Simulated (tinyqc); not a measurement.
From threshold to a deep level: trap in a gate oxide as a short-range spherical well.

A spherical well of radius R and depth V0 below the conduction edge, one mass m, c = hbar^2/2m0. The s level at binding Et solves k cot(k R) = -kappa with k = sqrt(m (V0 - Et)/c), kappa = sqrt(m Et/c); it exists for V0 > Vc = c (pi/2R)^2/m. Outside, psi falls as exp(-kappa r)/r.

Constants: hbar^2/2m0 = 3.80998211 eV angstrom^2.

Parameters, chosen for this exercise (out of a larger set: near those of Al2O3 on GaAs; not measured data): R = 2.3 angstrom (radius of the well); m = 0.288 m0 (mass); fV = (1.05, 1.15, 1.35, 1.55, 2.12, 3.39, 6.3) (V0/Vc).

Et against the depth at fixed R; near threshold Et = (pi^2/16)(V0 - Vc)^2/Vc.

Results:
```
V0/Vc  V0 (eV)   Et (eV)  threshold form (eV)  1/kappa (angstrom)  share outside
1.05     6.479  0.009180             0.009516                38.0          0.942
1.15     7.096   0.07722              0.08564                13.1          0.841
1.35     8.330    0.3724               0.4663                 6.0          0.689
1.55     9.564    0.8267                1.151                 4.0          0.580
2.12    13.081     2.674                4.775                 2.2          0.391
3.39    20.918     8.256                21.74                 1.3          0.215
6.30    38.874     23.67                106.9                 0.7          0.096
```

What can be read from this table?

The threshold form holds to 10 % up to V0/Vc = 1.05 of those listed. There the state is mostly outside the well (94 % in the first row) and knows only Et, which is why a delta-well model works; more than half is inside from V0/Vc = 2.12 on. A second s level would need V0/Vc > 9. From V0/Vc = 3.39 on Et exceeds the gap of the host, about 6.5 eV, so those rows only show the model.

Run: tinyqc, `OMP_NUM_THREADS=1 python tinyqc.py 1280072 1280073 out.jsonl`; Intel(R) Xeon(R) Processor @ 2.30GHz, one thread, shared host; about 0.01 s of CPU time with all checks.
